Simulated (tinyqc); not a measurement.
The 3-omega method: a line heater on a substrate with a thin film: one step, computed by the program tinyqc.

A current at angular frequency omega = 2 pi f heats the line at 2 omega with the amplitude P per length; the temperature swing Delta T at 2 omega gives a voltage at 3 omega. The substrate is taken as semi-infinite and isotropic, and the heat capacity of heater and film is left out.

Task: Conductivity from the slope. Delta T_s = (P/(pi kappa)) int_0^infinity (sin x/x)^2 / sqrt(x^2 + (q b)^2) dx with (q b)^2 = i |q b|^2, averaged over the heater width (12 Gauss-Legendre points on each of the pieces 0, 14 log-spaced edges from 1e-5 to 1, and multiples of pi to 40 pi; the tail adds 1/(4 (40 pi)^2)). Take the in-phase swing at f and at 2f; in the narrow-line limit kappa = P ln 2/(2 pi [Delta T(f) - Delta T(2f)]), whatever the film and the heater width.

Inputs (values chosen for the exercise, modelled on polycrystalline aluminium nitride on gallium arsenide):

| quantity | value | unit |
|---|---|---|
| substrate conductivity kappa | 43.8 | W/(m K) |
| substrate heat capacity C | 1.76 | 1e6 J/(m^3 K) |
| heater half-width b | 16 | micrometre |
| power amplitude per length P | 54 | W/m |
| current frequency f | 3500 | Hz |

in-phase Delta T_s = 0.5387147 K

Give: in-phase Delta T_s at 2f; kappa from the slope; error of the slope method.

Result:

in-phase Delta T_s at 2f = 0.42085 K

kappa from the slope = 50.543 W/(m K)

error of the slope method = 15.394 %
